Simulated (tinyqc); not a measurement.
Comparisons within one model: heavy doping: gap narrowing, degeneracy and the minority density. A value that a table varies takes the place of the one given here.

F_j(eta) = (1/Gamma(j + 1)) integral_0^infinity x^j dx/(1 + exp(x - eta)), which tends to exp(eta) for eta << 0.

Empirical narrowing (Slotboom form, constants chosen for the exercise; published fits of this form give the apparent narrowing, here it is taken as the true one): dEg = E0 [ln(N/N0) + sqrt(ln(N/N0)^2 + C)].

Majority: N = Nv F_1/2(eta), eta the distance of EF beyond the majority band edge in kT. Degeneracy factor gam = F_1/2(eta)/exp(eta). ni0^2 = Nc Nv exp(-Eg/kT); product n p = ni0^2 gam exp(dEg/kT), dEg the true narrowing; apparent narrowing dEa = dEg + kT ln gam; minority density = n p/N.

Bipolar transistor with N as emitter doping: beta = K (N/NB) exp((dEa_B + dG - dEa_E)/kT), dEa_E = dEg(N) + kT ln gam, dEa_B = dEg(NB). For the sweep in T, Nv is scaled as (T/T0)^(3/2) from its value at T0 = T.

Constants: kB = 8.617333262e-05 eV/K.

Values chosen for the exercise (gap and densities of states near those of Si at this temperature; narrowing constants near the fits for Si; shifted at random, so the results belong to these values and not to a real crystal): Eg = 1.137 eV (gap); Nc = 2.07e+19 1/cm^3 (conduction-band density of states); Nv = 8.63e+18 1/cm^3 (valence-band density of states); T = 250 K; E0 = 6.93 meV (narrowing scale); N0 = 1.5e+17 1/cm^3 (onset density); C = 0.5 (smoothing constant); N = 6.7e+17 1/cm^3 (ionised acceptors, equal to the majority density); NB = 6e+16 1/cm^3 (base doping); K = 5.4 (ratio (D_B W_E)/(D_E W_B)); dG = 120 meV (extra narrowing of the base by alloying).

## Narrowing against degeneracy

N takes the values listed; the last column is N over the factor gam exp(dEg/kT), the doping that a simple model would need to give the same minority density.

Results:
```
N (1/cm^3)    eta      gam  dEg (meV)  dEa (meV)  minority (1/cm^3)  effective doping (1/cm^3)
3.0e+16     -5.66    0.999        1.0        1.0             0.0748                   2.86e+16
9.0e+16     -4.56    0.996        2.5        2.4             0.0267                   8.04e+16
3.0e+17     -3.35    0.988       11.7       11.4             0.0121                   1.77e+17
9.0e+17     -2.22    0.964       25.8       25.0            0.00759                   2.82e+17
3.0e+18     -0.93    0.885       42.1       39.5            0.00446                   4.81e+17
9.0e+18      0.41    0.695       57.2       49.3            0.00235                   9.11e+17
3.0e+19      2.42    0.309       73.8       48.4           0.000677                   3.17e+18
7.0e+19      4.70   0.0739       85.5       29.3           0.000119                   1.79e+19
2.0e+20      9.74  0.00136      100.0      -42.2           1.51e-06                   1.42e+21
```

dEg grows steadily to 100.0 meV, while the apparent value peaks at 49.3 meV for N = 9e+18 and falls to -42.2 meV as the Fermi level enters the band (a negative value is not met in measurements: parabolic bands with a fixed mass overstate the filling). N grows by a factor 30 from the third to the sixth row and the effective doping by 5.2: net of degeneracy, narrowing takes away 83 % of the factor gained by heavier doping.

## Current gain against temperature

Gain:
```
T (K)      beta  beta with dG = 0  without narrowing
150    1.45e+05              13.4               60.3
200    2.05e+04              19.4               60.3
250    6.38e+03              24.3               60.3
300    2.93e+03              28.2               60.3
350    1.68e+03              31.4               60.3
400    1.11e+03              34.0               60.3
450         800              36.3               60.3
```

dEa_B + dG - dEa_E at T0 = 100.4 meV

beta is 1.45e+05 at 150 K and 800 at 450 K, since the net exponent is positive: the gap is narrower in the base. At 300 K narrowing and degeneracy change the gain by a factor 0.468 and alloying the base by 104.

## What moves the minority density and the gain

All results formed anew. Each row changes one parameter from the base and keeps the others.

Results:
```
case                  dEg (meV)  dEa (meV)  minority (1/cm^3)      beta
base                      21.84      21.25            0.00858  6.38e+03
N = 1.34e+18 1/cm^3       31.12      29.94            0.00642  8.52e+03
E0 = 8.316 meV            26.21      25.62             0.0105  5.29e+03
N0 = 3e+17 1/cm^3         12.99      12.39            0.00569  9.34e+03
Eg = 1.157 eV             21.84      21.25            0.00339  6.38e+03
Nv = 1.12e+19 1/cm^3      21.84      21.39             0.0112  6.34e+03
NB = 1.2e+17 1/cm^3       21.84      21.25            0.00858  3.49e+03
```

The largest shifts from the base row, up to three for each result and ties (the steps differ in size, so this ranks the rows, not the parameters). dEg (meV): N +9.28, N0 -8.86, E0 +4.37; unchanged at the printed digits by Eg, Nv and NB. dEa (meV): N0 -8.86, N +8.69, E0 +4.37; unchanged at the printed digits by Eg and NB. minority (1/cm^3): Eg -0.00519, N0 -0.00289, Nv +0.00262; unchanged at the printed digits by NB. beta: N0 +2.96e+03, NB -2.89e+03, N +2.14e+03; unchanged at the printed digits by Eg.

Program tinyqc; command `OMP_NUM_THREADS=1 python tinyqc.py 1650019 1650020 out.jsonl`; about 0.01 s on one thread of a shared Intel(R) Xeon(R) Processor @ 2.30GHz.
